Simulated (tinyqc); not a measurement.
Inside a calculation. Method: sp3 tight binding, zinc-blende lattice. One step of it, computed by the program tinyqc.

Task: Levels at X. Diagonalise the Hermitian matrix.

H(k) at X (eV), lower triangle (Hermitian):
```
                     a s                a px                a py                a pz
a s           -17.770000
a px            0.000000           -9.760000
a py            0.000000            0.000000           -9.760000
a pz            0.000000            0.000000            0.000000           -9.760000
c s             0.000000  0.000000+4.910881i            0.000000            0.000000
c px  0.000000-4.910881i            0.000000            0.000000            0.000000
c py            0.000000            0.000000            0.000000  0.000000-6.240739i
c pz            0.000000            0.000000  0.000000-6.240739i            0.000000

            c s       c px       c py       c pz
c s   -9.810000
c px   0.000000  -5.600000
c py   0.000000   0.000000  -5.600000
c pz   0.000000   0.000000   0.000000  -5.600000
```

Give: eigenvalues.

Result:

eigenvalues (eV): -19.504  -14.696  -14.258  -14.258  -4.874  -3.866  -1.102  -1.102
